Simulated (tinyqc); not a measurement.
Resistance of a tapered via with liner, size effect and interface: two steps of the calculation.

A round via whose diameter grows from db at the bottom as D(z) = db + 2 z/tan(ang). The fill, of diameter D - 2 tl, starts above the bottom liner (thickness fb tl) and has rho = rho0 (1 + ks lam/(D - 2 tl)); the sidewall liner conducts in parallel with it. The bottom liner and the interface are crossed over the full area pi db^2/4. Spreading in the lines above and below is left out.

Values chosen for this exercise; fill metal close to ruthenium:
```
symbol   value      unit                                               meaning
db          13        nm                                diameter at the bottom
hv          19        nm                                                height
ang         85   degrees                                        sidewall angle
rho0      8.01   uohm cm                          bulk resistivity of the fill
lam       6.49        nm                            mean free path of the fill
ks         1.5                                              size-effect factor
tl         0.6        nm                                 liner on the sidewall
fb         0.7                   liner at the bottom over that on the sidewall
rl         170   uohm cm                              resistivity of the liner
ri       1e-12  ohm cm^2                   interface resistivity at the bottom
Sb      1.5e15     S/m^2  ballistic conductance per area, about 3/(4 rho0 lam)
```

Question 1. Slices of the via. Slices between z0 = fb tl and hv, evaluated at their midpoints: conductance per length pi/4 [(D - 2 tl)^2/rho + (D^2 - (D - 2 tl)^2)/rl], slice resistance = slice height over that. 6 slices.

Give: z; D; rho; slice resistance.

Answer 1.

```
slice	z (nm)	D (nm)	rho (uohm cm)	slice resistance (ohm)
0	1.968	13.34	14.43	3.791
1	5.065	13.89	14.16	3.412
2	8.162	14.43	13.90	3.085
3	11.26	14.97	13.67	2.802
4	14.36	15.51	13.46	2.555
5	17.45	16.05	13.26	2.339
```

Question 2. Total resistance. R_fill = sum of the slices; R_bottom = rl fb tl/(pi db^2/4); R_interface = ri/(pi db^2/4); ballistic (Sharvin) limit 1/(Sb pi (db - 2 tl)^2/4); ideal cylinder rho0 hv/(pi db^2/4).

slice resistance, slice 0 to 5 (ohm): 3.7910905  3.4118453  3.0852417  2.8021531  2.5553209  2.3389188

Wanted: parts; R; shares; ballistic limit; ideal cylinder.

Answer 2.

parts (ohm): fill 17.985, bottom liner 5.3792, interface 0.75340
R = 24.117 ohm
shares (%): fill 74.572, bottom liner 22.305, interface 3.124
ballistic limit = 6.0961 ohm
ideal cylinder = 11.466 ohm

The fill is the largest part, and R is 2.10 times the ideal cylinder. With 2000 slices R = 24.128 ohm.

Program tinyqc, `OMP_NUM_THREADS=1 python tinyqc.py 2750070 2750071 out.jsonl`; Intel Xeon 2.30GHz, shared host, one thread, about 0.01 s.
